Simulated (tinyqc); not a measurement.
# Q-state Potts model on a small periodic square lattice: enumeration, Metropolis, heat-bath and Wolff steps, step by step

A worked calculation. Computed by tinyqc, a small Python program that keeps every step. Command: `OMP_NUM_THREADS=1 python tinyqc.py 3111215 3111216 out.jsonl potts walk`. One thread of a shared host (Intel(R) Xeon(R) Processor @ 2.30GHz), about 0.09 s of CPU time with the checks. Intermediate numbers are printed to about 6 digits and carried at full precision; extremes and crossings named in words are read from the listed rows.

E = -J x (number of nearest-neighbour bonds with equal states); n x n sites with periodic edges have 2 n^2 bonds. Order parameter m = (q f - 1)/(q - 1), f being the largest share of one state. Sites are numbered row by row from 0. Here q = 2 and n = 4.

Inputs (values chosen for the exercise, for a model of domains or grain orientations):
```
quantity             value  unit
number of states q       2     -
edge n                   4     -
coupling J              64   meV
temperature T          627     K
seed                367485     -
```

Update: Metropolis.

Constants: k_B = 8.617333262e-05 eV/K.

## Scales

K = J/(k_B T); the infinite square lattice orders at K_c = ln(1 + sqrt(q)); Wolff bond probability p = 1 - exp(-K).

K = 1.18451

K_c = 0.881374

T_c of the infinite lattice = 842.650 K

p = 0.694105

## Density of states

All q^(n^2) states are counted by their number b of equal bonds; weights g(b) exp(K b), K = J/(k_B T). Per site: u = -J <b>/n^2, c/k_B = K^2 (<b^2> - <b>^2)/n^2.

States by number of equal bonds:
```
b    g(b)  probability
0       2  2.89895e-17
4      32  5.29747e-14
6      64  1.13228e-12
8     424  8.01665e-11
10   1728  3.49161e-09
12   6688  1.44422e-07
14  13568  3.13116e-06
16  20524  5.06182e-05
18  13568  3.57614e-04
20   6688  1.88386e-03
22   1728  5.20176e-03
24    424  1.36404e-02
26     64  2.20037e-02
28     32  1.17576e-01
32      2  8.39283e-01
```

The most probable level has b = 32 of 32 bonds.

## Exact averages

ln Z = ln sum g(b) exp(K b); entropy per site s/k_B = (ln Z - K <b>)/n^2.

<b> = 31.2080

energy u = -124.832 meV/site

heat capacity c = 0.332767 k_B/site

entropy s = 0.112902 k_B/site

## Order parameter

The same sums with m: <m> and the Binder ratio U = 1 - <m^4>/(3 <m^2>^2).

<m> = 0.970567

Binder ratio U = 0.660160

## Eight single-site steps

start states:
```
   1  2  3  4
1  0  1  1  1
2  0  0  0  0
3  0  1  0  1
4  1  1  0  0
```

random numbers, one row a step:
```
        1       2       3
1  0.1085  0.4487  0.0711
2  0.2998  0.0733  0.6716
3  0.7348  0.2373  0.8301
4  0.9352  0.5694  0.1191
5  0.2240  0.4415  0.0632
6  0.4392  0.8524  0.1651
7  0.7434  0.5849  0.6281
8  0.6062  0.7973  0.4205
```

Site = floor(r1 n^2). Trial state = (old + 1 + floor(r2 (q - 1))) mod q; it is accepted if r3 < min(1, exp(K db)), db the change in equal bonds.

Steps:
```
site  old  trial  db  acceptance  new
1       1      0   0     1.00000    0
4       0      1  -4     0.00876    0
11      1      0   4     1.00000    0
14      0      1   0     1.00000    1
3       1      0   2     1.00000    0
7       0      1  -4     0.00876    0
11      0      1  -4     0.00876    0
9       1      0   2     1.00000    0
```

states afterwards:
```
   1  2  3  4
1  0  0  1  0
2  0  0  0  0
3  0  0  0  0
4  1  1  1  0
```

## A longer run and its error bar

After 400 updates are discarded, b is recorded for 4000 sweeps of n^2 steps of the update named (random numbers not printed, so these rows are one sample). Records are averaged in blocks; the error is the scatter of block means over sqrt(number of blocks), and the last column its square over that for single records.

Blocking:
```
block length  mean b      error  variance ratio
1             31.181  0.0313856         1.00000
4             31.181  0.0464208         2.18759
16            31.181  0.0530823         2.86047
40            31.181  0.0571052         3.31047
100           31.181  0.0588608         3.51715
```

The run gives 31.181 +/- 0.057 (blocks of 40) against the exact 31.208, a difference of 0.5 error bars. Single records understate the error by a factor of about 1.8, because successive records are correlated.

## Across the transition

m and U = 1 - <m^4>/(3 <m^2>^2) from the same sums; K = K_c T_c/T.

Exact values for this lattice:
```
T/T_c  share of equal bonds  c (k_B/site)       <m>         U
0.50               0.998096      0.049733  0.998025  0.666346
0.70               0.982613      0.257717  0.979991  0.662522
0.85               0.949069      0.542833  0.934116  0.649669
0.95               0.912851      0.724170  0.878627  0.630708
1.00               0.891406      0.783267  0.843860  0.617199
1.10               0.845571      0.812995  0.766091  0.582212
1.25               0.780698      0.689498  0.650048  0.515272
1.50               0.703505      0.412026  0.506238  0.398517
2.00               0.629987      0.159952  0.370450  0.243740
3.00               0.578355      0.052672  0.286015  0.134840
```

c is largest, 0.81 k_B, at T/T_c = 1.1: on so small a lattice the transition is a broad bump. At T_c the infinite lattice has a share (1 + 1/sqrt(q))/2 = 0.854 of equal bonds, against 0.891 here. <m> stays at 0.29 at 3 T_c, since the largest share among 16 sites always exceeds 1/q on average.

Checks made by the program: number of states (relative difference below 1e-10).
